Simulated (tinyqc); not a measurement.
UHF in the sto-6g basis, for BeH2, spin multiplicity 1, step by step. This run ends on a higher stationary point, not on the lowest solution. Computed by tinyqc, a small Python program that keeps every step (integrals from PySCF). Settings: charge = 0, multiplicity = 1, basis = sto-6g, energy threshold = 1e-09, iteration cap = 50, orthogonalisation = canonical, start = Wolfsberg-Helmholz matrix, DIIS depth = 4, DIIS from iteration = 2, damping = 0.5, method = UHF, break = 0.4. Command: `OMP_NUM_THREADS=1 python tinyqc.py 21182 21183 out.jsonl` (the two numbers bound the seeds that draw the settings). One thread of a shared host (Intel(R) Xeon(R) Processor @ 2.60GHz), about 0.4 s of CPU time with the checks.

Geometry (angstrom):
```
atom         x          y         z
Be    0.000000   0.000000  0.000000
H     0.000000   1.884000  0.140000
H     0.000000  -1.884000  0.140000
```

Stop when the energy changes by less than 1e-09 hartree and every element of the error matrix X^T (F D S - S D F) X (for each spin) is below 9e-06.

Course of the cycle:
```
iteration   E (hartree)     change  largest element of the error matrix
1          -15.38164741          -                             1.85e-01
2          -15.45725676  -7.56e-02                             9.05e-02
3          -15.49907877  -4.18e-02                             4.50e-02
4          -15.52380333  -2.47e-02                             2.87e-02
5          -15.53831603  -1.45e-02                             1.82e-02
6          -15.54711489  -8.80e-03                             9.44e-03
7          -15.55309153  -5.98e-03                             4.77e-03
8          -15.55656826  -3.48e-03                             2.40e-03
9          -15.55843879  -1.87e-03                             1.22e-03
10         -15.55940713  -9.68e-04                             6.17e-04
11         -15.55989994  -4.93e-04                             3.08e-04
12         -15.56014869  -2.49e-04                             1.54e-04
13         -15.56027364  -1.25e-04                             7.72e-05
14         -15.56033625  -6.26e-05                             3.86e-05
...                 ...        ...                                  ...
17         -15.56039112  -7.84e-06                             4.82e-06
18         -15.56039505  -3.92e-06                             2.41e-06
19         -15.56039701  -1.96e-06                             1.21e-06
20         -15.56039799  -9.81e-07                             6.03e-07
21         -15.56039848  -4.90e-07                             3.01e-07
22         -15.56039872  -2.45e-07                             1.51e-07
23         -15.56039885  -1.23e-07                             7.54e-08
24         -15.56039891  -6.13e-08                             3.77e-08
25         -15.56039894  -3.06e-08                             1.88e-08
26         -15.56039895  -1.53e-08                             9.42e-09
27         -15.56039896  -7.66e-09                             4.71e-09
28         -15.56039896  -3.83e-09                             2.36e-09
29         -15.56039897  -1.92e-09                             1.18e-09
30         -15.56039897  -9.58e-10                             5.89e-10
```

Can the last value be used, and what does the course show?

No, though the log alone does not show it. Converged in 30 iterations. But the solution lies 0.00053 hartree above the reference: it is another stationary point, not the lowest one. Reruns (cap 100 unless said): DIIS 8: converged in 9 to a higher stationary point; damping 0.5: converged in 49 to a higher stationary point; level shift 0.5: converged in 46 to a higher stationary point; atomic densities as start, DIIS 8: converged in 8 to a higher stationary point. PySCF UHF in the same basis, after a stability check = -15.56092451 hartree.
